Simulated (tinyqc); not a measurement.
Worked calculation: longitudinal sound in a periodic multilayer: transfer matrices, stop bands and folded phonons. Computed by tinyqc, a small Python program that keeps every step. Command: `OMP_NUM_THREADS=1 python tinyqc.py 3030432 3030433 out.jsonl multilayer walk`. One thread of a shared host (Intel(R) Xeon(R) Processor @ 2.30GHz), about 0.01 s of CPU time with the checks. Intermediate numbers are printed to about 6 digits and carried at full precision; extremes and crossings named in words are read from the listed rows.

Layers 1 and 2 repeat with period d = d_1 + d_2; waves travel normal to the layers, without loss. State vector (u, s): displacement u and stress divided by omega. Impedances Z = rho v are in 1e6 kg/(m^2 s).

Inputs (values chosen for the exercise, modelled on silica (layer 1), titanium nitride (layer 2) and silicon (substrate)): density rho_1 = 2.16 g/cm^3; velocity v_1 = 6040 m/s; thickness d_1 = 6.92 nm; density rho_2 = 5.44 g/cm^3; velocity v_2 = 10100 m/s; thickness d_2 = 11.9 nm; substrate density = 2.33 g/cm^3; substrate velocity = 8520 m/s; periods N = 5; frequency f = 339 GHz; optical wave vector q d/pi = 0.23.

## Impedances, mean velocity and Bragg frequency

Z = rho v; interface reflection r = (Z_2 - Z_1)/(Z_2 + Z_1) (stress amplitude, from 1 into 2); Bragg frequency f_B = 1/[2 (d_1/v_1 + d_2/v_2)]; long-wave velocity v_eff = d/sqrt[(d_1/v_1)^2 + (d_2/v_2)^2 + (Z_1/Z_2 + Z_2/Z_1)(d_1/v_1)(d_2/v_2)].

Z_1 = 13.0464

Z_2 = 54.944

Z of the substrate = 19.8516

interface reflection r = 0.616228

Bragg frequency f_B = 215.154 GHz

long-wave velocity v_eff = 6378.28 m/s

## Transfer matrix of one period

A layer maps (u, s) by [[cos p, sin p/Z], [-Z sin p, cos p]], p = 2 pi f d_i/v_i; one period is M = M_2 M_1, and cos(q d) = trace(M)/2.

phase p_1 = 2.44033 rad

phase p_2 = 2.50960 rad

M:
```
[[0.525958, -0.0481160],
 [31.5905, -0.988692]]
```

trace(M)/2 = -0.231367

|trace/2| < 1: f lies in a pass band, with q d = 1.8043 rad (folded into 0 to pi).

## Transmission through N periods

For N periods A = M^N. A wave comes from a thick layer of material 1 and leaves into the substrate (Z_s): transmitted power T = 4 Z_1 Z_s/|Z_1 A_22 + Z_s A_11 - i (Z_1 Z_s A_12 - A_21)|^2, reflected power R = 1 - T.

A = M^N:
```
[[-0.614173, -0.0194138],
 [12.7461, -1.22530]]
```

transmitted power T = 0.933365

T in decibel = -0.299484 dB

## The first stop band

Gap m contains m f_B; its edges, where trace(M)/2 = (-1)^m, are found by root search. Weak-contrast estimate of the width: (4 f_B/pi) |r sin(m pi a)|, a = (d_1/v_1)/(d_1/v_1 + d_2/v_2).

lower edge = 124.221 GHz

upper edge = 306.043 GHz

width/f_B = 84.5077 %

transmitted power at f_B = 3.47754e-06

## The first four gaps

The formulas are those given above.

Stop bands (GHz):
```
m  lower edge  upper edge    width  weak-contrast estimate
1     124.221     306.043  181.822                 168.771
2     426.630     434.051    7.421                   7.420
3     554.694     736.102  181.408                 168.444
4     853.265     868.098   14.833                  14.825
```

With a = 0.493, gap 1 is the widest and gap 2 the narrowest: the layers are near a quarter wave each at f_B, so the even gaps almost close. The weak-contrast estimate misses the first width by -7.2 % at |r| = 0.62. Odd gaps open at the edge of the folded zone (q = pi/d), even ones at its centre.

## Mirror strength against the number of periods

The formulas are those given above.

Transmitted power:
```
N      T at f_B  T at f_B (dB)    T at f
1      0.291178       -5.35841  0.532183
2     0.0191813       -17.1712  0.727368
3    0.00109203       -29.6176  0.693978
4   6.16396e-05       -42.1014  0.547325
6   1.96188e-07       -67.0733  0.491440
8   6.24411e-10       -92.0453  0.546539
12  6.32512e-15       -141.989  0.956212
16  6.40718e-20       -191.933  0.665741
24  6.57450e-30       -291.821  0.793631
```

At f_B each further period removes 12.49 dB at large N, which is 20 log10 of the impedance ratio, 12.49 dB, as for a quarter-wave stack; 99 % reflection needs N = 3 among these rows. At f, in a pass band, T does not decay with N. Values below about 1e-6 belong to the ideal stack: roughness and scattering into other modes, left out here, set a floor in a real one.

## Folded doublet seen in light scattering

Light transfers the wave vector q. Solve trace(M)/2 = cos(q d) on the first branch (Brillouin line) and on the two branches around 2 f_B (first folded doublet); 1/cm = 29.9792458 GHz.

Brillouin line = 38.6429 GHz

lower folded mode = 391.512 GHz

upper folded mode = 469.173 GHz

centre of the doublet = 14.3547 1/cm

splitting / twice the Brillouin frequency = 1.00485

The doublet is split by about twice the Brillouin frequency, as for a folded straight line; its centre measures the period.

Checks made by the program: trace against Rytov's formula cos p_1 cos p_2 - (1/2)(Z_1/Z_2 + Z_2/Z_1) sin p_1 sin p_2 (relative difference below 1e-10).
